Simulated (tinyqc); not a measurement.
A discretised effective-mass wire between two leads, recursive Green functions: transmission against energy.

Finite differences on a grid of step a give a chain with hopping -t, t = C/(m a^2), C = hbar^2/(2 m0), and site energies 2 t + U_i for the N = 5 sites of the device; the semi-infinite leads have site energy 2 t. Each slice is one site, and V = -t couples neighbouring slices.

Sigma = t^2 g(E - 2 t), g(x) = (x - i sqrt(4 t^2 - x^2))/(2 t^2) for |x| < 2 t and (x - sign(x) sqrt(x^2 - 4 t^2))/(2 t^2) otherwise; Gamma = i (Sigma - Sigma^dagger); both leads give the same. Forward pass: g_1 = (E - H_1 - Sigma)^(-1), g_i = (E - H_i - V g_(i-1) V^dagger)^(-1), with Sigma also subtracted on the last slice; G_(i,1) = g_i V G_(i-1,1), starting from g_1. H_i is the block of slice i, its site energy. T(E) = Tr[Gamma G_(N,1) Gamma G_(N,1)^dagger].

Values chosen for this exercise:
- m = 0.2 m0 (effective mass)
- a = 0.31 nm (grid step)
- U = [0, 0.62, 0.62, 0.62, 0] eV (potential on the sites 1 to N)

Constants: q = 1.602176634e-19 C, hbar = 1.054571817e-34 J s, m0 = 9.1093837015e-31 kg, hbar^2/(2 m0) = 0.0380998212 eV nm^2. Results are converted to the units shown.

Results:

| E (eV) | open modes | T(E) | T(E) per open mode |
|---|---|---|---|
| 0.019 | 1 | 0.02066 | 0.02066 |
| 0.12 | 1 | 0.1281 | 0.1281 |
| 0.222 | 1 | 0.2316 | 0.2316 |
| 0.324 | 1 | 0.3285 | 0.3285 |
| 0.426 | 1 | 0.4182 | 0.4182 |
| 0.528 | 1 | 0.5001 | 0.5001 |
| 0.731 | 1 | 0.6393 | 0.6393 |
| 0.833 | 1 | 0.6976 | 0.6976 |
| 0.935 | 1 | 0.7487 | 0.7487 |
| 1.036 | 1 | 0.7926 | 0.7926 |
| 1.138 | 1 | 0.8309 | 0.8309 |
| 1.24 | 1 | 0.8635 | 0.8635 |

Estimate the missing row, E = 0.629 eV.

Computed row:

| E (eV) | open modes | T(E) | T(E) per open mode |
|---|---|---|---|
| 0.629 | 1 | 0.5733 | 0.5733 |

With this row back in the table: T(E) lies between 0.0207 (E = 0.019 eV) and 0.864 (E = 1.24 eV) in these rows. The leads offer 1 open mode(s), of which the mean share 0.52 is transmitted. In 1 of the 13 rows E exceeds 0.6 t, where the lattice band lies more than 5 % below the parabola at the same k, so the grid is coarse for a continuum model.

Program tinyqc, `OMP_NUM_THREADS=1 python tinyqc.py 2660037 2660038 out.jsonl`; Intel Xeon 2.30GHz, shared host, one thread, about 0.01 s.
